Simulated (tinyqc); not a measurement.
Leaving out one process at a time: Debye-Callaway model of lattice thermal conductivity. Computed by tinyqc, a small Python program. Command: `OMP_NUM_THREADS=1 python tinyqc.py 3022703 3022704 out.jsonl callaway walk`. One thread of a shared host (Intel(R) Xeon(R) Processor @ 2.30GHz), about 0.01 s of CPU time with the checks.

Three acoustic branches with one velocity v, cut at omega_D = k_B Theta/hbar; x = hbar omega/(k_B T). v and Theta are separate inputs: Theta cuts off the heat-carrying modes, so C need not reach 3 k_B/V. gamma is an effective value that sets the umklapp rate.

Inputs (values chosen for the exercise, modelled on gallium arsenide): sound velocity v = 3630 m/s; Debye temperature Theta = 355 K; volume per atom V = 22.6 angstrom^3; mean atomic mass M = 72.3 u; effective Grueneisen parameter gamma = 2.44; umklapp exponent divisor b = 2; mass variance Gamma = 0.00012; Casimir length L = 61 micrometre; temperature T = 600 K.

Sample: crystal. Point defects: isotopes. Normal processes: left out.

Constants: k_B = 1.380649e-23 J/K; hbar = 1.054571817e-34 J s; u = 1.6605390666e-27 kg.

Method:
- Gamma is given directly by the isotope mixture. A = V Gamma/(4 pi v^3).
- Rates: point defects A omega^4; umklapp B omega^2 T exp(-Theta/(b T)) with B = hbar gamma^2/(M v^2 Theta). Boundaries: v/L.
- kappa_1 = c int tau_C g dx, g = x^4 e^x/(e^x - 1)^2, c = (k_B/(2 pi^2 v)) (k_B T/hbar)^3, over 0 < x < min(Theta/T, 40), by 96 Gauss-Legendre points in s with x = x_max s^2; tau_C = tau_R, the inverse of the summed rates, and kappa = kappa_1.

Rayleigh coefficient A = 4.51190e-45 s^3

Conductivity at T:
```
case                   kappa (W/(m K))  ratio to all
all processes                   17.452             1
without point defects           17.565        1.0065
without boundaries              17.660        1.0119
without umklapp                 3488.1        199.87
```

What does the comparison show, and why?

Removing umklapp raises kappa most, by a factor 200; removing point defects gives only 1.01.
